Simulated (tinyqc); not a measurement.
## Electron mobility in a silicon inversion layer, empirical terms and Matthiessen rule: effect of the temperature

Inversion layer of sheet density Ns on a uniformly doped body, under a high-permittivity gate with an interlayer. The mobility terms are empirical power laws with prefactors chosen for the exercise; adding their inverses (Matthiessen) is itself an approximation.

Nc and Nv are given at 300 K and scale as (T/300 K)^1.5; Eg is fixed. ni = sqrt(Nc Nv) exp(-Eg/(2 Vt)), Eg in volts; Ndep = sqrt(2 eps0 eps_r Nb (2 Vt ln(Nb/ni) + Vsb)/q); E = q (Ndep + eta Ns)/(eps0 eps_r), in MV/cm. With t = T/(300 K): muC = Ac (Ns/1e12 cm^-2) t/(Nb/1e17 cm^-3 + Nit/1e11 cm^-2), muP = Ap E^(-1/3) t^(-1.75), muS = As E^(-gs), muR = Ar exp(2 ti/lr)/t; 1/mu is the sum of the inverses.

Values chosen for this exercise; material values close to those of silicon:

| symbol | value | unit | meaning |
|---|---|---|---|
| Eg | 1.11 | eV | band gap |
| eps_r | 11.7 |  | relative permittivity of the semiconductor |
| Nc | 2.75e19 | cm^-3 | conduction-band density of states at the reference temperature |
| Nv | 2.68e19 | cm^-3 | valence-band density of states at the reference temperature |
| Nb | 5.9e16 | cm^-3 | body doping |
| Vsb | 1 | V | reverse body bias |
| eta | 0.5 |  | weight of the inversion charge in the effective field |
| Ap | 452 | cm^2/(V s) | phonon-limited mobility at 1 MV/cm and 300 K |
| As | 978 | cm^2/(V s) | roughness-limited mobility at 1 MV/cm |
| gs | 2 |  | exponent of the roughness term |
| Ac | 3400 | cm^2/(V s) | Coulomb prefactor |
| Nit | 4.6e11 | cm^-2 | charge at the interface |
| Ar | 340 | cm^2/(V s) | remote-phonon mobility without interlayer |
| ti | 1.4 | nm | interlayer thickness |
| lr | 0.8 | nm | decay length of remote phonons |
| Ns | 9.8e11 | cm^-2 | inversion density |

Constants: q = 1.602176634e-19 C, kB = 1.380649e-23 J/K, Vt = kB T/q, eps0 = 8.8541878128e-14 F/cm where lengths are in cm. Results are converted to the units shown.

Effect of the temperature:

| T (K) | E (MV/cm) | muC (cm^2/(V s)) | muP (cm^2/(V s)) | muS (cm^2/(V s)) | muR (cm^2/(V s)) | mu (cm^2/(V s)) |
|---|---|---|---|---|---|---|
| 120 | 0.26739 | 256.80 | 3487.3 | 13679 | 28148 | 233.13 |
| 160 | 0.26525 | 342.40 | 2113.5 | 13901 | 21111 | 284.66 |
| 200 | 0.26295 | 428.00 | 1434.4 | 14144 | 16889 | 316.11 |
| 250 | 0.25990 | 535.00 | 974.47 | 14478 | 13511 | 329.12 |
| 300 | 0.25667 | 642.00 | 711.23 | 14845 | 11259 | 320.53 |
| 350 | 0.25327 | 749.00 | 545.49 | 15246 | 9650.8 | 299.62 |
| 400 | 0.24971 | 856.01 | 433.86 | 15685 | 8444.4 | 273.58 |
| 450 | 0.24598 | 963.01 | 354.82 | 16163 | 7506.2 | 246.80 |

Read the table: what changes, and by how much?

As T goes from 120 to 450 K, E falls from 0.267 to 0.246 MV/cm and mu goes from 233 through a maximum of 329 (at T = 250 K among the rows listed) to 247 cm^2/(V s). The smallest term is the Coulomb one in the first row and the phonon one in the last. Coulomb scattering weakens and phonon scattering grows with T, hence the maximum. For T = 120 to 160 K dopant freeze-out and degenerate screening, left out here, matter.

tinyqc, about 0.01 s, one thread, Intel Xeon 2.30GHz (shared host): `OMP_NUM_THREADS=1 python tinyqc.py 2510043 2510044 out.jsonl`
